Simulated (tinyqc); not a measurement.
## Input admittance of a MOSFET at zero drain bias: distributed channel and distributed gate: input impedance against frequency

Source and drain grounded, strong inversion, w = 2 pi f, Cox = eps0 eox/tox. The channel is an RC line of resistance 1/(mu Cox Vo) per square fed from both ends, so one finger has the intrinsic admittance y = i w Cox L tanh(g)/g per width, g = (1/2) sqrt(i w tau), tau = L^2/(mu Vo). The vertical resistance rv/L is in series with y, the overlaps 2 i w Cov in parallel: y_t = 1/(1/y + rv/L) + 2 i w Cov. The gate strip is a line of Rsh/L per length loaded by y_t, so a finger has Y = y_t Wf tanh(k)/k, k = (Wf/sd) sqrt(y_t Rsh/L); the device has Nf Y.

Low-frequency limits, with c = Cox L and ct = c + 2 Cov: R_strip = Rsh Wf/(3 sd^2 L Nf), R_ch = (c/ct)^2 L/(12 mu Cox Vo Wf Nf), R_vert = (c/ct)^2 rv/(L Wf Nf), C = ct Wf Nf. Z = 1/(Nf Y) = R + 1/(i w C), Q = |Im Z|/R, far-point signal |1/cosh k|.

Parameters, values chosen for the exercise; values of the order met in silicon radio-frequency transistors: relative permittivity of the gate insulator (close to zirconium oxide) eox = 25.7; insulator thickness tox = 13 nm; channel length L = 1.6 um; finger width Wf = 11 um; number of fingers Nf = 16; channel mobility mu = 110 cm^2/(V s); gate overdrive Vo = 0.34 V; sheet resistance of the gate Rsh = 18 ohm/square; vertical resistivity of the gate stack rv = 1.4 ohm um^2; number of ends at which a finger is contacted sd = 2; overlap and fringe capacitance on each side Cov = 0.17 fF/um.

Constants: eps0 = 8.8541878128e-14 F/cm where lengths are in cm. Results are converted to the units shown.

The same in every row: low-frequency R (ohm) = 11.95.

Input impedance against frequency:

| f (GHz) | w tau | \|k\| | R (ohm) | C (fF) | Q | signal at the far point |
|---|---|---|---|---|---|---|
| 0.02 | 0.08602 | 0.03482 | 11.95 | 4989 | 133.5 | 1.000 |
| 0.06 | 0.2580 | 0.06030 | 11.95 | 4988 | 44.51 | 1.000 |
| 0.2 | 0.8602 | 0.1099 | 11.94 | 4984 | 13.37 | 0.9996 |
| 0.4 | 1.720 | 0.1546 | 11.93 | 4968 | 6.713 | 0.9983 |
| 1 | 4.301 | 0.2363 | 11.86 | 4859 | 2.763 | 0.9908 |
| 3 | 12.90 | 0.3400 | 11.21 | 4090 | 1.157 | 0.9640 |
| 9 | 38.71 | 0.4232 | 8.252 | 2308 | 0.9283 | 0.9389 |
| 20 | 86.02 | 0.5176 | 5.539 | 1500 | 0.9578 | 0.9129 |
| 70 | 301.1 | 0.7211 | 3.073 | 806.6 | 0.9173 | 0.8422 |

R falls from 11.9 to 3.07 ohm and C falls from 4990 to 807 fF. Q goes as f^(-1.00) between the first two rows and f^(-0.03) between the last two, where w tau = 301 and |k| = 0.721. The low-frequency limits hold both R and C within 5 % up to f = 1 GHz among the rows.

Numbers from tinyqc (`OMP_NUM_THREADS=1 python tinyqc.py 2262163 2262164 out.jsonl`; about 0.01 s on one thread of a shared Intel Xeon 2.30GHz).
